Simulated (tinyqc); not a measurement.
## Stacked nanosheet transistor, parasitic resistance, capacitance and delay: what each parasitic element costs

Ns sheets share one contact on top; each has perimeter p = 2 (Ws + ts) and cross-section A = Ws ts; contact width Wc = Ws + 10 nm, stack height Hs = Ns pv. Sheet 1 is the top one. Contact length Lc = CPP - Lg - 2 Lsp, shared by two neighbouring gates. Source and drain sides are equal. The formulas are first-order estimates, not field solutions.

Epitaxy sheet resistance Rsh = re/te, transfer length LT = sqrt(rc/Rsh), contact Rc = [sqrt(rc Rsh)/Wc] coth(Lc/(2 LT)); extension of one sheet Rx = rx Lsp/A. With N sheets: gate Cg = Cinv p N Lg; per side, plate Cp = ks eps0 [Wc (Hs + Hc) - N A]/Lsp, top fringe Cf = (2/pi) ks eps0 Wc ln(1 + Lg/(2 Lsp)), overlap Co = Cinv p N Lov. One sheet: I = p Q vx u/(1 + |u|^1.8)^(1/1.8), Q = Cinv n Vt ln(1 + exp((Vg' - VT + dl Vd')/(n Vt))), u = Vd' mu/(vx Lg), Vg' = Vgs - v, Vd' = Vds - 2 v, with the drop on each side v_j = Rc sum I + rv (sum over levels k = 2..j of the current of sheets k..Ns) + Rx I_j. Ieff = [I(Vgs = Vdd, Vds = Vdd/2) + I(Vdd/2, Vdd)]/2, total currents. With Cs = Cp + Cf + Co, the load of an inverter of two such devices driving an equal one is CL = 2 (Cg + 2 Cs) + 4 Cs + Cw (own drains counted twice for the Miller effect); delay CL Vdd/(2 Ieff). Each row removes one element and keeps the rest.

Parameters, values chosen for the exercise; values close to those of silicon logic devices:
```
symbol    value        unit                                   meaning
T           300           K                               temperature
Ns            4                                      number of sheets
Ws           50          nm                               sheet width
ts            7          nm                           sheet thickness
pv           18          nm              vertical pitch of the sheets
rv          198         ohm  vertical resistance between sheet levels
CPP          45          nm                      contacted gate pitch
Lg           12          nm                               gate length
Lsp           7          nm                             spacer length
ks          4.5                   relative permittivity of the spacer
Hc           15          nm       gate height above the channel stack
rc      9.2e-10    ohm cm^2                       contact resistivity
re       0.0007      ohm cm   resistivity of the source-drain epitaxy
te           15          nm     current-carrying depth of the epitaxy
rx      0.00061      ohm cm              resistivity of the extension
Lov           2          nm                              gate overlap
Cinv        2.6     uF/cm^2                     inversion capacitance
vx        8.5e6        cm/s                        injection velocity
mu          250  cm^2/(V s)                         apparent mobility
VT          0.3           V           threshold at zero drain voltage
dl        0.027         V/V                          barrier lowering
n          1.17                                   subthreshold factor
Cw         0.26          fF                                 wire load
Vdd         0.7           V                            supply voltage
```

Constants: q = 1.602176634e-19 C, kB = 1.380649e-23 J/K, eps0 = 8.8541878128e-12 F/m, Vt = kB T/q. Results are converted to the units shown.

One element removed at a time:
```
,Ieff (uA),CL (aF),delay (ps)
as given,167.0,915.7,1.920
no contact resistance,198.0,915.7,1.619
no extension resistance,171.7,915.7,1.867
no vertical resistance,194.0,915.7,1.652
air spacer (ks = 1),167.0,774.6,1.624
no overlap,167.0,726.0,1.522
no wire,167.0,655.7,1.375
```

Gains in delay, largest first: no wire 28 %, no overlap 21 %, no contact resistance 16 %, air spacer (ks = 1) 15 %, no vertical resistance 14 %, no extension resistance 2.7 %.

Computed by the program tinyqc: `OMP_NUM_THREADS=1 python tinyqc.py 2170173 2170174 out.jsonl`, one thread of a shared Intel Xeon 2.30GHz, about 0.1 s for the whole run.
